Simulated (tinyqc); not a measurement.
Grain-boundary trapping model (Seto) of a polycrystalline semiconductor film. Changing the trap density Q_t. Computed by tinyqc, a small Python program. Command: `OMP_NUM_THREADS=1 python tinyqc.py 3006777 3006778 out.jsonl poly sweep`. One thread of a shared host (Intel(R) Xeon(R) Processor @ 2.30GHz), about 0.01 s of CPU time with the checks.

Grains of equal size L are joined by thin boundaries with one trap level. Trapped carriers deplete a width W on each side and raise a barrier, crossed by thermionic emission. Dopants are fully ionised, statistics are non-degenerate and mu_g does not depend on T.

Inputs (values chosen for the exercise, modelled on polycrystalline SiGe):
```
quantity                                     value        unit
permittivity eps                              13.5           -
effective mass m                               0.3         m_0
effective density of states at 300 K, N_c  1.5e+19      1/cm^3
grain size L                                   160          nm
trap level E_t below the band edge            0.27          eV
doping N                                   2.8e+17      1/cm^3
mobility inside the grains mu_g                200  cm^2/(V s)
temperature T                                  300           K
```

Grain interior: resistance included.

Constants: k_B = 8.617333262e-05 eV/K; e = 1.602176634e-19 C; eps_0 = 8.8541878128e-12 F/m; m_0 = 9.1093837015e-31 kg; k_B = 1.380649e-23 J/K.

Method:
- N_c(T) = N_c (T/300 K)^(3/2). Filled traps Q = Q_t/(1 + (1/2) exp((E_t* - E_F)/k_B T)), where E_t* = e V_B - E_t and E_F are counted from the band edge at the grain centre. Partial depletion: Q = 2 N W, V_B = e N W^2/(2 eps eps_0), E_F = k_B T ln(N/N_c); solve for W. If that W would exceed L/2 the grain is fully depleted: W = L/2, Q = N L, and E_F follows from the trap equation. Centre density n_0 = N_c exp(E_F/k_B T).
- Boundary: sigma_b = L e^2 n_0 exp(-e V_B/k_B T)/sqrt(2 pi m k_B T); drift through the grain, depleted parts included: rho_g = [(1 - 2W/L) + (2W/L) int_0^1 exp(y^2 s^2) ds]/(e n_0 mu_g); rho = 1/sigma_b + rho_g. Mean carrier density n_av = n_0 [(1 - 2W/L) + (2W/L) (sqrt(pi)/2) erf(y)/y], y = sqrt(e V_B/k_B T); effective mobility 1/(e n_av rho).
- E_a = d ln(rho)/d(1/k_B T) from T - 5 K and T + 5 K; temperature coefficient d ln(rho)/dT.

One run for each value; columns: (1) trap density Q_t (1/cm^2); (2) resistivity rho (ohm cm); (3) barrier V_B (V); (4) effective mobility (cm^2/(V s)); (5) activation energy E_a (eV):
```
(1)             (2)     (3)        (4)     (5)
6.90e+11  1.424e-01  0.0284  1.633e+02  0.0050
1.10e+12  2.944e-01  0.0707  8.557e+01  0.0453
1.70e+12  2.094e+00  0.1337  1.337e+01  0.1996
2.70e+12  8.335e+00  0.1716  3.556e+00  0.2617
4.30e+12  1.895e+01  0.1935  1.615e+00  0.2755
6.90e+12  3.588e+01  0.2105  8.734e-01  0.2811
1.10e+13  6.183e+01  0.2249  5.170e-01  0.2841
1.70e+13  9.879e+01  0.2372  3.291e-01  0.2860
2.80e+13  1.647e+02  0.2507  2.011e-01  0.2877
```

Over the rows, resistivity rho (ohm cm) rises from 0.142 to 165 (exponent d ln y / d ln x 1.6 between the first rows and 1.0 between the last); barrier V_B (V) rises from 0.0284 to 0.251 (exponent d ln y / d ln x 2.0 between the first rows and 0.11 between the last); effective mobility (cm^2/(V s)) falls from 163 to 0.201 (exponent d ln y / d ln x -1.4 between the first rows and -0.99 between the last). Lowering Q_t, as passivation does, from the last row to the first cuts rho by 3.1 decades.

Caution (rows 6.90e11): e V_B is below 2 k_B T, where the depletion approximation fails and the mean density does not balance the trapped charge.
